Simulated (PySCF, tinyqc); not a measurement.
Worked calculation: RKS/B3LYP (VWN-RPA form) in the sto-6g basis, for H4, spin multiplicity 1. The lowest restricted solution is unstable here: a spin-polarised one lies 0.0387 hartree lower (PySCF). Computed by tinyqc, a small Python program that keeps every step (integrals from PySCF). Settings: charge = 0, multiplicity = 1, basis = sto-6g, energy threshold = 1e-08, iteration cap = 52, orthogonalisation = canonical, start = core, DIIS depth = 6, DIIS from iteration = 2, method = RKS, functional = b3lyp, grid = [10, 50]. Command: `OMP_NUM_THREADS=1 python tinyqc.py 28672 28673 out.jsonl` (the two numbers bound the seeds that draw the settings). One thread of a shared host (Intel(R) Xeon(R) Processor @ 2.60GHz), about 0.3 s of CPU time with the checks. Later iterations appear only in the table of the cycle.

## One-electron integrals

Geometry (angstrom):
```
atom,x,y,z
H,0.000000,0.000000,0.000000
H,0.000000,0.000000,1.596000
H,0.000000,1.899000,0.000000
H,0.000000,1.899000,1.596000
```

Basis sto-6g: exponents (1/bohr^2) and contraction coefficients of normalised primitives:
```
element,l (shell),exponent,coefficient
H,s (1),35.523221,0.009164
H,s (1),6.513144,0.049361
H,s (1),1.822143,0.168538
H,s (1),0.625955,0.370563
H,s (1),0.243077,0.416492
H,s (1),0.100112,0.130334
```

Overlap, kinetic and nuclear-attraction integrals over the contracted functions; the nuclear repulsion is the sum of Za Zb / Rab.

nuclear repulsion = 1.64710249 hartree

overlap S:
```
,1H 1s,2H 1s,3H 1s,4H 1s
1H 1s,1.000000,0.223376,0.140745,0.054032
2H 1s,0.223376,1.000000,0.054032,0.140745
3H 1s,0.140745,0.054032,1.000000,0.223376
4H 1s,0.054032,0.140745,0.223376,1.000000
```

kinetic energy T (hartree):
```
,1H 1s,2H 1s,3H 1s,4H 1s
1H 1s,0.768522,0.001461,-0.010326,-0.010233
2H 1s,0.001461,0.768522,-0.010233,-0.010326
3H 1s,-0.010326,-0.010233,0.768522,0.001461
4H 1s,-0.010233,-0.010326,0.001461,0.768522
```

nuclear attraction V (hartree):
```
,1H 1s,2H 1s,3H 1s,4H 1s
1H 1s,-2.062006,-0.392990,-0.237245,-0.091733
2H 1s,-0.392990,-2.062006,-0.091733,-0.237245
3H 1s,-0.237245,-0.091733,-2.062006,-0.392990
4H 1s,-0.091733,-0.237245,-0.392990,-2.062006
```

core Hamiltonian H = T + V (hartree):
```
,1H 1s,2H 1s,3H 1s,4H 1s
1H 1s,-1.293484,-0.391528,-0.247570,-0.101966
2H 1s,-0.391528,-1.293484,-0.101966,-0.247570
3H 1s,-0.247570,-0.101966,-1.293484,-0.391528
4H 1s,-0.101966,-0.247570,-0.391528,-1.293484
```

## Two-electron integrals

Functions are numbered as in S; the eight-fold symmetry (ij|kl) = (ji|kl) = (kl|ij) leaves the list below.

Two-electron integrals (ij|kl) in chemists' order, unique and non-zero (hartree):
```
i,j,k,l,(ij|kl)
1,1,1,1,0.774999
2,1,1,1,0.116321
2,1,2,1,0.027676
2,2,1,1,0.326821
2,2,2,1,0.116321
2,2,2,2,0.774999
3,1,1,1,0.067275
3,1,2,1,0.011993
3,1,2,2,0.039315
3,1,3,1,0.010279
3,2,1,1,0.019778
3,2,2,1,0.004974
3,2,2,2,0.022209
3,2,3,1,0.003205
3,2,3,2,0.001348
3,3,1,1,0.277268
3,3,2,1,0.056609
3,3,2,2,0.213198
3,3,3,1,0.067275
3,3,3,2,0.022209
3,3,3,3,0.774999
4,1,1,1,0.022209
4,1,2,1,0.004974
4,1,2,2,0.019778
4,1,3,1,0.003205
4,1,3,2,0.001313
4,1,3,3,0.019778
4,1,4,1,0.001348
4,2,1,1,0.039315
4,2,2,1,0.011993
4,2,2,2,0.067275
4,2,3,1,0.005983
4,2,3,2,0.003205
4,2,3,3,0.039315
4,2,4,1,0.003205
4,2,4,2,0.010279
4,3,1,1,0.056609
4,3,2,1,0.013305
4,3,2,2,0.056609
4,3,3,1,0.011993
4,3,3,2,0.004974
4,3,3,3,0.116321
4,3,4,1,0.004974
4,3,4,2,0.011993
4,3,4,3,0.027676
4,4,1,1,0.213198
4,4,2,1,0.056609
4,4,2,2,0.277268
4,4,3,1,0.039315
4,4,3,2,0.019778
4,4,3,3,0.326821
4,4,4,1,0.022209
4,4,4,2,0.067275
4,4,4,3,0.116321
4,4,4,4,0.774999
```

## Orthogonalisation

S = U s U^T; canonical form X = U s^(-1/2), so that X^T S X = 1. Each column of U has its largest component positive (the first on a tie).

eigenvalues of S: 0.689911  0.863338  1.028599  1.418152

X:
```
,1,2,3,4
1H 1s,0.601968,0.538121,0.493000,0.419864
2H 1s,-0.601968,-0.538121,0.493000,0.419864
3H 1s,-0.601968,0.538121,-0.493000,0.419864
4H 1s,0.601968,-0.538121,-0.493000,0.419864
```

## Starting guess

The start is the orbitals of the core Hamiltonian; D = 2 C_occ C_occ^T.

D at the start:
```
,1H 1s,2H 1s,3H 1s,4H 1s
1H 1s,0.838670,0.838670,-0.133527,-0.133527
2H 1s,0.838670,0.838670,-0.133527,-0.133527
3H 1s,-0.133527,-0.133527,0.838670,0.838670
4H 1s,-0.133527,-0.133527,0.838670,0.838670
```

## Iteration 1: exchange-correlation on the grid

Becke grid with 10 radial and 50 angular points per atom, points of zero weight dropped. rho = sum D_ij phi_i phi_j; V_xc,ij = sum w v_xc phi_i phi_j plus the gradient terms; v_xc is d(rho eps)/d rho at fixed gradient. Exact exchange is left to K.

The 8 grid points with the largest w rho, of 1984 (bohr, atomic units):
```
x,y,z,w,rho,|grad rho|^2,eps_xc,v_xc
0.000000,-0.748398,2.267605,0.176391,0.052127,0.010258,-0.279200,-0.325268
0.000000,4.336988,0.748398,0.176391,0.052127,0.010258,-0.279200,-0.325268
0.000000,4.336988,2.267605,0.176391,0.052127,0.010258,-0.279200,-0.325268
0.000000,-0.748398,0.748398,0.176391,0.052127,0.010258,-0.279200,-0.325268
0.748398,0.000000,2.267605,0.176767,0.051803,0.010215,-0.278848,-0.324624
-0.748398,0.000000,2.267605,0.176767,0.051803,0.010215,-0.278848,-0.324624
0.748398,3.588590,0.748398,0.176767,0.051803,0.010215,-0.278848,-0.324624
-0.748398,3.588590,0.748398,0.176767,0.051803,0.010215,-0.278848,-0.324624
```

electrons on the grid, sum of w rho = 4.000429

E_xc = sum of w rho eps_xc = -1.07733498 hartree

V_xc (hartree):
```
,1H 1s,2H 1s,3H 1s,4H 1s
1H 1s,-0.351113,-0.065423,-0.036004,-0.013686
2H 1s,-0.065423,-0.351113,-0.013686,-0.036004
3H 1s,-0.036004,-0.013686,-0.351113,-0.065423
4H 1s,-0.013686,-0.036004,-0.065423,-0.351113
```

## Iteration 1: building the Kohn-Sham matrix

J_ij = sum D_kl (ij|kl), K_ij = sum D_kl (ik|jl); F = H + J - 0.1 K + V_xc; E = tr D H + tr D J / 2 - 0.05 tr D K + E_xc + E_nn.

Coulomb J (hartree):
```
,1H 1s,2H 1s,3H 1s,4H 1s
1H 1s,1.585786,0.349739,0.212967,0.084692
2H 1s,0.349739,1.585786,0.084692,0.212967
3H 1s,0.212967,0.084692,1.585786,0.349739
4H 1s,0.084692,0.212967,0.349739,1.585786
```

exchange K (hartree):
```
,1H 1s,2H 1s,3H 1s,4H 1s
1H 1s,0.854988,0.483598,0.118158,0.084461
2H 1s,0.483598,0.854988,0.084461,0.118158
3H 1s,0.118158,0.084461,0.854988,0.483598
4H 1s,0.084461,0.118158,0.483598,0.854988
```

Kohn-Sham matrix F (hartree):
```
,1H 1s,2H 1s,3H 1s,4H 1s
1H 1s,-0.144310,-0.155572,-0.082423,-0.039407
2H 1s,-0.155572,-0.144310,-0.039407,-0.082423
3H 1s,-0.082423,-0.039407,-0.144310,-0.155572
4H 1s,-0.039407,-0.082423,-0.155572,-0.144310
```

total energy of this density = -1.94829035 hartree

## Iteration 1: diagonalisation and new density

Diagonalise F' = X^T F X, C = X C', fill 2 alpha and 2 beta electrons from the bottom; D = 2 C_occ C_occ^T. Each column has its largest component positive (the first on a tie).

F' = X^T F X (hartree):
```
,1,2,3,4
1,0.078673,0.000000,0.000000,0.000000
2,0.000000,-0.036781,0.000000,0.000000
3,0.000000,0.000000,-0.173102,0.000000
4,0.000000,0.000000,0.000000,-0.297367
```

orbital energies (hartree): MO1 -0.297367, MO2 -0.173102, MO3 -0.036781, MO4 0.078673

coefficients C:
```
,MO1,MO2,MO3,MO4
1H 1s,0.419864,0.493000,0.538121,0.601968
2H 1s,0.419864,0.493000,-0.538121,-0.601968
3H 1s,0.419864,-0.493000,0.538121,-0.601968
4H 1s,0.419864,-0.493000,-0.538121,0.601968
```

D after iteration 1:
```
,1H 1s,2H 1s,3H 1s,4H 1s
1H 1s,0.838670,0.838670,-0.133527,-0.133527
2H 1s,0.838670,0.838670,-0.133527,-0.133527
3H 1s,-0.133527,-0.133527,0.838670,0.838670
4H 1s,-0.133527,-0.133527,0.838670,0.838670
```

## Iteration 2: exchange-correlation on the grid

As before.

The 8 grid points with the largest w rho, of 1984 (bohr, atomic units):
```
x,y,z,w,rho,|grad rho|^2,eps_xc,v_xc
0.000000,-0.748398,0.748398,0.176391,0.052127,0.010258,-0.279200,-0.325268
0.000000,4.336988,2.267605,0.176391,0.052127,0.010258,-0.279200,-0.325268
0.000000,4.336988,0.748398,0.176391,0.052127,0.010258,-0.279200,-0.325268
0.000000,-0.748398,2.267605,0.176391,0.052127,0.010258,-0.279200,-0.325268
0.748398,0.000000,0.748398,0.176767,0.051803,0.010215,-0.278848,-0.324624
-0.748398,0.000000,0.748398,0.176767,0.051803,0.010215,-0.278848,-0.324624
0.748398,3.588590,2.267605,0.176767,0.051803,0.010215,-0.278848,-0.324624
-0.748398,3.588590,2.267605,0.176767,0.051803,0.010215,-0.278848,-0.324624
```

electrons on the grid, sum of w rho = 4.000429

E_xc = sum of w rho eps_xc = -1.07733498 hartree

V_xc (hartree):
```
,1H 1s,2H 1s,3H 1s,4H 1s
1H 1s,-0.351113,-0.065423,-0.036004,-0.013686
2H 1s,-0.065423,-0.351113,-0.013686,-0.036004
3H 1s,-0.036004,-0.013686,-0.351113,-0.065423
4H 1s,-0.013686,-0.036004,-0.065423,-0.351113
```

## Iteration 2: building the Kohn-Sham matrix

As before.

Coulomb J (hartree):
```
,1H 1s,2H 1s,3H 1s,4H 1s
1H 1s,1.585786,0.349739,0.212967,0.084692
2H 1s,0.349739,1.585786,0.084692,0.212967
3H 1s,0.212967,0.084692,1.585786,0.349739
4H 1s,0.084692,0.212967,0.349739,1.585786
```

exchange K (hartree):
```
,1H 1s,2H 1s,3H 1s,4H 1s
1H 1s,0.854988,0.483598,0.118158,0.084461
2H 1s,0.483598,0.854988,0.084461,0.118158
3H 1s,0.118158,0.084461,0.854988,0.483598
4H 1s,0.084461,0.118158,0.483598,0.854988
```

Kohn-Sham matrix F (hartree):
```
,1H 1s,2H 1s,3H 1s,4H 1s
1H 1s,-0.144310,-0.155572,-0.082423,-0.039407
2H 1s,-0.155572,-0.144310,-0.039407,-0.082423
3H 1s,-0.082423,-0.039407,-0.144310,-0.155572
4H 1s,-0.039407,-0.082423,-0.155572,-0.144310
```

total energy of this density = -1.94829035 hartree

## Iteration 2 (converged): orbitals

As before.

F' = X^T F X (hartree):
```
,1,2,3,4
1,0.078673,0.000000,0.000000,0.000000
2,0.000000,-0.036781,0.000000,0.000000
3,0.000000,0.000000,-0.173102,0.000000
4,0.000000,0.000000,0.000000,-0.297367
```

orbital energies (hartree): MO1 -0.297367, MO2 -0.173102, MO3 -0.036781, MO4 0.078673

coefficients C:
```
,MO1,MO2,MO3,MO4
1H 1s,0.419864,0.493000,0.538121,0.601968
2H 1s,0.419864,0.493000,-0.538121,-0.601968
3H 1s,0.419864,-0.493000,0.538121,-0.601968
4H 1s,0.419864,-0.493000,-0.538121,0.601968
```

D after iteration 2:
```
,1H 1s,2H 1s,3H 1s,4H 1s
1H 1s,0.838670,0.838670,-0.133527,-0.133527
2H 1s,0.838670,0.838670,-0.133527,-0.133527
3H 1s,-0.133527,-0.133527,0.838670,0.838670
4H 1s,-0.133527,-0.133527,0.838670,0.838670
```

## Convergence

Stop when the energy changes by less than 1e-08 hartree and every element of the error matrix X^T (F D S - S D F) X is below 3e-05.

Course of the cycle:
```
iteration,E (hartree),change,largest element of the error matrix
1,-1.94829035,-,5.91e-15
2,-1.94829035,8.88e-16,1.30e-14
```

PySCF RKS in the same basis, fine grid = -1.94842100 hartree

Converged in 2 iterations. The coarse grid moves the energy by +1.31e-04 hartree.

## Populations, bond orders and dipole

Mulliken: Z minus the diagonal of D S on the atom; Loewdin: the same with S^(1/2) D S^(1/2); Mayer order: 2 sum_s sum (D(s) S)_ij (D(s) S)_ji over the two atoms.

Charges (e):
```
atom,Mulliken,Loewdin
1H,0,0
2H,0,0
3H,0,0
4H,0,0
```

Mayer bond orders:
```
pair,order
2-1,1.000000
3-1,0
3-2,0
4-1,0
4-2,0
4-3,1.000000
```

dipole moment about the origin, x y z (debye): 0.000000  0.000000  0.000000
